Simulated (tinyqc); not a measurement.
Sublattice potential against complex hopping: Haldane model. Computed by the program tinyqc. H_AA = delta - 2 t2 sum cos(k.b + phi), H_BB = -delta - 2 t2 sum cos(k.b - phi), H_AB = -t1 (1 + exp(-i k.a1) + exp(-i k.a2)), b = a1, a2 - a1, -a2, m = 3 sqrt3 t2 sin(phi); the sign of the Chern number follows the orientation k1 then k2.

Honeycomb lattice:
```
parameter,value
t1 (eV),2.110000
t2 (eV),0.140000
phi (rad),1.350000
```

Gaps at the two valleys (eV) and Chern number of the lower band (12 x 12 mesh):
```
delta,gap 2|delta - m|,gap 2|delta + m|,Chern number
-1.2780,3.9756,1.1364,0
-0.9230,3.2656,0.4264,0
-0.4260,2.2716,0.5676,-1
0.0000,1.4196,1.4196,-1
0.2840,0.8516,1.9876,-1
0.5320,0.3556,2.4836,-1
0.8870,0.3544,3.1936,0
1.4200,1.4204,4.2596,0
```

What does the comparison show, and why?

Here |m| = 0.7098 eV. For |delta| < |m| the two valleys have masses of opposite sign and the Chern number is +/-1; one gap closes at |delta| = |m|, and beyond it the band is trivial.
